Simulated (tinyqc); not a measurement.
MOS capacitor on a p-type substrate, surface potential from the exact charge relation: one step of the calculation.

Uniform p-type substrate, Boltzmann statistics, full ionisation, classical densities. psi is the surface potential against the body (positive when the bands bend down) and u = psi/Vt. Traps are spread evenly over the gap and neutral at flat band, so their charge is -q Dit psi; the minority quasi-Fermi level is shifted by Vb.

Question. Newton step for the surface potential. u = psi/Vt; F^2 = exp(-u) + u - 1 + r (exp(u) - u - 1); Qs = -sign(u) Q0 F; Cs = -dQs/dpsi = (Q0/Vt) |1 - exp(-u) + r (exp(u) - 1)|/(2 F). f = Vfb + psi + (q Dit psi - Qs)/Cox - Vg, f' = 1 + (Cs + q Dit)/Cox, psi(new) = psi - f/f'.

Values chosen for this exercise; band and dielectric values close to those of germanium:

| symbol | value | unit | meaning |
|---|---|---|---|
| T | 325 | K | temperature |
| Dit | 2e11 | cm^-2 eV^-1 | density of interface traps |
| Vg | 1.21 | V | gate voltage against the body |

Constants: q = 1.602176634e-19 C, kB = 1.380649e-23 J/K, Vt = kB T/q. Results are converted to the units shown.

psi after iteration 1 = 1.5483462 V
Cox = 1.5013623 uF/cm^2
Vfb = -0.39435888 V
Q0 = 60.339294 nC/cm^2
r = 3.5304101e-8

Wanted: u; F; Qs; Cs; f; f'; psi after iteration 2.

Answer.

u = 55.286
F = 1.9012e8
Qs = -1.1472e10 nC/cm^2
Cs = 2.0480e8 uF/cm^2
f = 7.6408e6 V
f' = 1.3641e8
psi after iteration 2 = 1.4923 V

This iterate lies far beyond the solution, so its charge is not a physical one.

Program tinyqc, `OMP_NUM_THREADS=1 python tinyqc.py 2060017 2060018 out.jsonl`; Intel Xeon 2.30GHz, shared host, one thread, about 0.01 s.
